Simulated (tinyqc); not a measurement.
Correction of a charged-defect supercell by a model charge and potential alignment (plane-averaged potentials). Changing the share x of the charge in a wide tail. Computed by tinyqc, a small Python program. Command: `OMP_NUM_THREADS=1 python tinyqc.py 3114165 3114166 out.jsonl align sweep`. One thread of a shared host (Intel(R) Xeon(R) Processor @ 2.30GHz), about 0.02 s of CPU time with the checks.

The "true" defect charge is (1 - x) q in a Gaussian of width sigma plus x q in one of width sigma_t, so the exact answer is known; the correction sees only a single model Gaussian of width sigma_m. A Gaussian of width s has the transform rho(G) = exp(-G^2 s^2/2), normalised to 1. A uniform background cancels q, so G = 0 is left out. Potentials are those felt by a unit positive charge. E_0 is the formation energy of the isolated defect, E_cell its value in the supercell, E_lat = E_iso - E_per of the model charge, C the true less the model potential far from the defect; the exact correction is E_0 - E_cell, and the error of a scheme is E_cell plus its correction less E_0.

Inputs (values chosen for the exercise, with screening close to that of SiO2): defect charge q = -2 e; dielectric constant eps = 3.96; edge of the cubic cell L = 19.4 angstrom; width sigma of the true defect charge = 1.6 angstrom; width sigma_m of the model charge = 1.4 angstrom; width sigma_t of the tail = 3.3 angstrom; formation energy of the isolated defect E_0 = 1.53 eV.

Constants: e^2/(4 pi eps_0) = 14.39964548 eV angstrom.

Method:
- Periodic energy E_per = (2 pi q^2/(eps L^3)) (e^2/(4 pi eps_0)) sum_(G != 0) rho(G)^2/G^2, G = (2 pi/L)(n1, n2, n3), |n_i| <= 16. Isolated energy: two Gaussians of charges q_a, q_b and widths a, b interact by q_a q_b (e^2/(4 pi eps_0 eps)) sqrt(2/pi)/sqrt(a^2 + b^2), and the self-energy is half the sum over pairs.
- Supercell value E_cell = E_0 + E_per - E_iso for the true charge.
- E_lat = E_iso - E_per for the model charge; point-charge value alpha q^2 e^2/(4 pi eps_0 eps 2 L) with alpha = 2.837297.
- Plane-averaged potential at distance z from the defect: V(z) = (4 pi q/(eps L^3)) (e^2/(4 pi eps_0 e)) sum_(m != 0) rho(G_m) cos(G_m z)/G_m^2, G_m = 2 pi m/L, |m| <= 40.
- C = difference at z = L/2; E_corr = E_cell + E_lat - q C. For charges that have died out at L/2, C = (2 pi q/(eps L^3)) (e^2/(4 pi eps_0 e)) (<s^2> - sigma_m^2), <s^2> = (1 - x) sigma^2 + x sigma_t^2.

One run for each value; columns: (1) share x of the charge in a wide tail; (2) alignment C (V); (3) error without alignment (meV); (4) error with alignment (rounded to 1e-4 meV) (meV); (5) exact correction (eV):
```
(1)          (2)     (3)     (4)     (5)
0.000  -0.003755   7.510  0.0000  1.0316
0.071  -0.007403  14.912  0.1072  1.0242
0.140  -0.010947  22.106  0.2106  1.0170
0.210  -0.014544  29.402  0.3148  1.0097
0.290  -0.018654  37.741  0.4331  1.0014
0.360  -0.022250  45.036  0.5358  0.9941
0.430  -0.025846  52.330  0.6378  0.9868
0.500  -0.029442  59.624  0.7392  0.9795
```

Over the rows, alignment C (V) falls from -0.00376 to -0.0294; error without alignment (meV) rises from 7.51 to 59.6; error with alignment (rounded to 1e-4 meV) (meV) rises from 0 to 0.739.
